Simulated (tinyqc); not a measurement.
Worked calculation: linear model of a band gap against the share of exact exchange. Values are carried at full precision from step to step, so a last printed digit may differ when a step is redone from the rounded ones.

E(alpha) = E0 + S alpha. A wider gap screens less, modelled in the Penn form eps(alpha) = 1 + (e0 - 1)(EP/(EP + S alpha))^2 with a scale EP chosen for the exercise. A dielectric-dependent hybrid takes alpha = 1/eps.

Values chosen for the exercise (of the order of those of Ge; not measured data): E0 = 0.08 eV (gap of the semi-local functional); S = 4.82 eV (slope dE/d(alpha)); e0 = 17.6 (optical dielectric constant at alpha = 0); EP = 9.1 eV (energy scale of the screening); Et = 0.73 eV (target gap); a_start = 0.25 (starting alpha); fv = 0.54 (share of the opening taken by the valence edge); Ed = 0.07 eV (defect level above the semi-local valence top); cd = 0.05 (shift of the level per unit opening, on the scale of the mean potential).

## Fixed shares

Gap, error against the target and eps for alpha = 0, 0.25 and 1/e0; and the alpha that meets the target, (Et - E0)/S.

Results:

| alpha | E (eV) | E - Et (eV) | eps |
|---|---|---|---|
| 0.0000 | 0.080 | -0.650 | 17.600 |
| 0.2500 | 1.285 | 0.555 | 13.945 |
| 0.0568 | 0.354 | -0.376 | 16.644 |

alpha for the target = 0.1349

A quarter of exact exchange overshoots the target by 0.56 eV: the material needs 0.135, and 1/e0 = 0.057 lies closer to it than 0.25 does.

## Self-consistent share

Iterate alpha -> 1/eps(alpha) seven times from a_start. The fixed point solves alpha eps(alpha) = 1; the contraction factor there is 2 (eps - 1) S/((EP + S alpha) eps^2).

Iterates:

| step | alpha | eps | E (eV) |
|---|---|---|---|
| 0 | 0.25000 | 13.9448 | 1.2850 |
| 1 | 0.07171 | 16.4073 | 0.4256 |
| 2 | 0.06095 | 16.5780 | 0.3738 |
| 3 | 0.06032 | 16.5880 | 0.3707 |
| 4 | 0.06028 | 16.5886 | 0.3706 |
| 5 | 0.06028 | 16.5886 | 0.3706 |
| 6 | 0.06028 | 16.5886 | 0.3706 |
| 7 | 0.06028 | 16.5886 | 0.3706 |

fixed point = 0.06028
contraction factor = 0.0582

The factor is positive, so the iterates approach from one side, the error shrinking to 0.06 of itself each step; the gap is within 0.01 eV of its limit from step 2. Self-consistency moves the gap by +0.017 eV against the one-shot choice 1/e0, since a wider gap screens less.

## Band edges and a deep level

The opening c = S alpha lowers the valence top by fv c and raises the conduction edge by (1 - fv) c, both against the mean potential; the level moves by cd c. Use the fixed point. Compare with stretching the level in proportion to the gap and with pinning it to either edge.

opening c = 0.291 eV

shifts of the valence and conduction edges (eV): -0.157  0.134

level above the valence top = 0.241 eV
level below the conduction edge = 0.129 eV

level above the valence top: stretched, tied to the valence edge, tied to the conduction edge (eV): 0.324  0.070  0.361

The three recipes err by +0.08, -0.17 and +0.12 eV against alignment through the mean potential. With cd = 0.05 the level moves with the conduction edge, by 0.11 times as much as that edge.

## Checks

- Fixed point by bisection against 60 substitutions: both 0.06028.

(tinyqc, `OMP_NUM_THREADS=1 python tinyqc.py 1881108 1881109 out.jsonl`, Intel(R) Xeon(R) Processor @ 2.30GHz, 1 thread, shared host, about 0.01 s.)
